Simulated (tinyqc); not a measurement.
Heavy doping: band filling, gap narrowing, band tails and the effective intrinsic density: one step, computed by the program tinyqc. Command: `OMP_NUM_THREADS=1 python tinyqc.py 3018738 3018739 out.jsonl gapnarrow walk`. One thread of a shared host (Intel(R) Xeon(R) Processor @ 2.30GHz), about 0.02 s of CPU time with the checks.

An n-type crystal above its Mott density, with all dopants ionised: n = N_D - N_A, ionised centres N_I = N_D + N_A. Valleys are taken as spherical with mass m_e.

Question. Band filling. n = M_c (1/(2 pi^2)) (m_e/(hbar^2/2m_0))^(3/2) int sqrt(E) f dE, f = 1/(1 + exp((E - E_F)/k_B T)); trapezoid rule in t = sqrt(E/k_B T), step 0.02 up to 12; E_F by bisection from the band edge. At T = 0, E_F = (hbar^2/2m_0) k_F^2/m_e; dn/dE_F uses f (1 - f)/k_B T in place of f.

Inputs (values chosen for the exercise, modelled on CdS):
```
quantity           value  unit
gap E_g             2.49    eV
electron mass m_e  0.197   m_0
valleys M_c            1     -
temperature T        400     K
```

Conduction band: parabolic.

n = 1.00e+19 cm^-3

k_F = 0.06665105 1/angstrom

Constants: k_B = 8.617333262e-05 eV/K; hbar^2/(2 m_0) = 3.80998212 eV angstrom^2.

Give: E_F above the band edge; E_F at T = 0; E_F/k_B T; dn/dE_F.

Answer.

E_F above the band edge = 72.11 meV

E_F at T = 0 = 85.92 meV

E_F/k_B T = 2.092

dn/dE_F = 1.473e+20 cm^-3/eV
